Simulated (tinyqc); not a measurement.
The window of frequencies: the 3-omega method: a line heater on a substrate with a thin film. Computed by tinyqc, a small Python program. Command: `OMP_NUM_THREADS=1 python tinyqc.py 3014196 3014197 out.jsonl threeomega walk`. One thread of a shared host (Intel(R) Xeon(R) Processor @ 2.30GHz), about 0.01 s of CPU time with the checks.

A current at angular frequency omega = 2 pi f heats the line at 2 omega with the amplitude P per length; the temperature swing Delta T at 2 omega gives a voltage at 3 omega. The substrate is taken as semi-infinite and isotropic, and the heat capacity of heater and film is left out.

Inputs (values chosen for the exercise, modelled on hafnia on gallium oxide):
```
quantity                      value           unit
substrate conductivity kappa   21.8        W/(m K)
substrate heat capacity C      3.37  1e6 J/(m^3 K)
heater half-width b              22     micrometre
power amplitude per length P      6            W/m
current frequency f             240             Hz
substrate thickness d_s         380     micrometre
```

Method:
- D = kappa/C; q = sqrt(2 i omega/D); penetration depth 1/|q| = sqrt(D/(2 omega)).
- Delta T_s = (P/(pi kappa)) int_0^infinity (sin x/x)^2 / sqrt(x^2 + (q b)^2) dx with (q b)^2 = i |q b|^2, averaged over the heater width (12 Gauss-Legendre points on each of the pieces 0, 14 log-spaced edges from 1e-5 to 1, and multiples of pi to 40 pi; the tail adds 1/(4 (40 pi)^2)).
- For |q| b much below 1: Delta T_s = (P/(pi kappa)) [-ln(|q| b) + eta - i pi/4], eta = 3/2 - C_E = 0.92278, with Euler's C_E = 0.5772157.
- The slope value uses each f and 2f: kappa = P ln 2/(2 pi [Delta T(f) - Delta T(2f)]).

diffusivity D = 6.46884 mm^2/s

Bare substrate; columns: (1) f (Hz); (2) penetration depth (micrometre); (3) |q| b; (4) in-phase (K); (5) out-of-phase (K); (6) narrow-line form (K); (7) kappa from the slope (W/(m K)):
```
(1)       (2)        (3)       (4)        (5)        (6)     (7)
0.011  6840.9  0.0032160   0.58368  -0.068806    0.58368  21.800
0.11   2163.3   0.010170   0.48282  -0.068799    0.48282  21.801
1.1    684.09   0.032160   0.38197  -0.068740    0.38196  21.809
5.3    311.65   0.070591   0.31314  -0.068541    0.31308  21.841
21     156.57    0.14052   0.25299  -0.067951    0.25277  21.960
110    68.409    0.32160   0.18138  -0.065563    0.18023  22.615
430    34.600    0.63584   0.12473  -0.060019    0.12051  24.817
2100   15.657     1.4052  0.067830  -0.045965   0.051044  35.052
11000  6.8409     3.2160  0.030277  -0.026025  -0.021494  74.518
64000  2.8361     7.7572  0.012544  -0.011816  -0.098632  180.15
```

What follows from these numbers?

The slope gives kappa within 1 % up to |q| b = 0.14 (f = 21 Hz) among these rows. The penetration depth stays under d_s/5 = 76 micrometre from f = 110 Hz up, so no row meets both conditions: the heater is too wide for this substrate. At high f the flow turns one-dimensional: in-phase and out-of-phase parts become equal in size (ratio 0.94 in the last row) and fall as f^(-1/2) (exponent -0.50).
